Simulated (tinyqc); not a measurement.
From results back to parameters: two electrons on one impurity (helium-like model). Three cases, with inputs chosen for the exercise.

Problem. With equal orbitals the first electron is bound by Ha* Z^2/2 and the second by Ha* [(Z - 5/16)^2 - Z^2/2]. Both were computed from hidden Z and Ha*.

Case 1.

binding of the first and second electron (meV): 27.0915  9.0022

Case 2.

binding of the first and second electron (meV): 35.0892  14.8718

Case 3.

binding of the first and second electron (meV): 207.4397  87.9188

Find: (Z - 5/16)/Z; Z; Ha*.

Solution. The sum of the two over twice the first is ((Z - 5/16)/Z)^2.

Case 1.

(Z - 5/16)/Z = 0.8162
Z = 1.70
Ha* = 18.7 meV

Case 2.

(Z - 5/16)/Z = 0.8438
Z = 2.00
Ha* = 17.5 meV

Case 3.

(Z - 5/16)/Z = 0.8438
Z = 2.00
Ha* = 103.7 meV

Computed by tinyqc, one run a case: `OMP_NUM_THREADS=1 python tinyqc.py N N+1 out.jsonl` with N = 1281285, 1281682, 1281756; one thread of a shared Intel(R) Xeon(R) Processor @ 2.30GHz, about 0.06 s a run at most.
